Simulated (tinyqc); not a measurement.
What each parameter does: k.p values derived from sp3s* tight binding at Gamma.

At Gamma the states are two-level mixtures: s-like S+ (upper) and S- (lower) from [[Esa, Vss], [Vss, Esc]], p-like P- (valence) and P+ from [[Epa, Vxx], [Vxx, Epc]], and the bare s* levels. With real k in 1/angstrom and kz = 0, the phase sums over the four bonds are g0 = 1 - (a k/4)^2/2, g1 = i a kx/4, g3 = -(a/4)^2 kx ky to second order. Each mixture is written (anion, cation) with the anion part positive. c = hbar^2/2m0. No spin-orbit coupling.

Recipe: P = (a/4)(sa pc Vsapc + sc pa Vscpa) between an s and a p state ((a/4) pc Vxapc and (a/4) pa Vpaxc for s*), Ep = P^2/c for S+ to P-; m0/m = [-(a/4)^2 sa sc Vss + sum P^2/(E(S+) - E(P))]/c; L = d0 + F, M = d0 + H1, N = dN + F + H1 with d0 = -(a/4)^2 pa pc Vxx, dN = -2 (a/4)^2 pa pc Vxy, F = sum P^2/(E(P-) - E(s)) over the four s-like states, H1 = Q^2/(E(P-) - E(P+)), Q = (a/4) Vxy (pa p'c - pc p'a); g1 = -(L + 2M)/(3c), g2 = -(L - M)/(6c), g3 = -N/(6c).

Constants: hbar^2/2m0 = 3.80998211 eV angstrom^2.

Parameters, chosen for this exercise (near a published set for GaSb, fitted to gaps, whose masses and valley positions are rough; the results hold for these values, not for the real material):

| symbol | value | unit | meaning |
|---|---|---|---|
| a | 6.096 | angstrom | lattice constant |
| Esa | -7.336 | eV | s level of the anion |
| Epa | 0.862 | eV | p level of the anion |
| Esc | -3.947 | eV | s level of the cation |
| Epc | 2.933 | eV | p level of the cation |
| Exa | 6.604 | eV | s* level of the anion |
| Exc | 6.057 | eV | s* level of the cation |
| Vss | -6.09 | eV | s-s |
| Vxx | 1.565 | eV | px-px |
| Vxy | 4.087 | eV | px-py |
| Vsapc | 4.958 | eV | s anion, p cation |
| Vscpa | 4.69 | eV | s cation, p anion |
| Vxapc | 5.044 | eV | s* anion, p cation |
| Vpaxc | 4.231 | eV | p anion, s* cation |

The recipe applied anew.

One parameter was then changed.

Results before and after:

| case | EG (eV) | Ep (eV) | m (m0) | g1 | g2 | g3 |
|---|---|---|---|---|---|---|
| base | 0.6589 | 13.520 | 0.0538 | 8.887 | 3.286 | 3.844 |
| changed | 0.6589 | 13.520 | 0.0538 | 8.898 | 3.291 | 3.849 |

Which of these changes was made? (a) Exc = 6.207 eV; (b) Vss = -5.94 eV; (c) Exa = 6.754 eV; (d) Vsapc = 5.108 eV; (e) a = 6.146 angstrom; (f) Vxapc = 5.194 eV; (g) Esc = -4.097 eV.

Answer: (f) Vxapc = 5.194 eV. Of the candidates, run in turn, only this one gives the changed row.

All candidates:

| case | EG (eV) | Ep (eV) | m (m0) | g1 | g2 | g3 |
|---|---|---|---|---|---|---|
| base | 0.6589 | 13.520 | 0.0538 | 8.887 | 3.286 | 3.844 |
| Vsapc = 5.108 eV | 0.6589 | 13.768 | 0.0528 | 9.014 | 3.349 | 3.907 |
| Exc = 6.207 eV | 0.6589 | 13.520 | 0.0538 | 8.876 | 3.280 | 3.838 |
| Vxapc = 5.194 eV | 0.6589 | 13.520 | 0.0538 | 8.898 | 3.291 | 3.849 |
| Vss = -5.94 eV | 0.5145 | 13.532 | 0.0410 | 10.814 | 4.250 | 4.808 |
| Esc = -4.097 eV | 0.5642 | 13.499 | 0.0455 | 10.022 | 3.853 | 4.411 |
| a = 6.146 angstrom | 0.6589 | 13.743 | 0.0529 | 9.034 | 3.340 | 3.907 |
| Exa = 6.754 eV | 0.6589 | 13.520 | 0.0538 | 8.883 | 3.284 | 3.842 |

Exc, Vxapc and Exa act through the s* states, which enter F alone and leave EG, Ep and m.

tinyqc: `OMP_NUM_THREADS=1 python tinyqc.py 1480851 1480852 out.jsonl`; about 0.01 s, one thread, shared Intel(R) Xeon(R) Processor @ 2.30GHz.
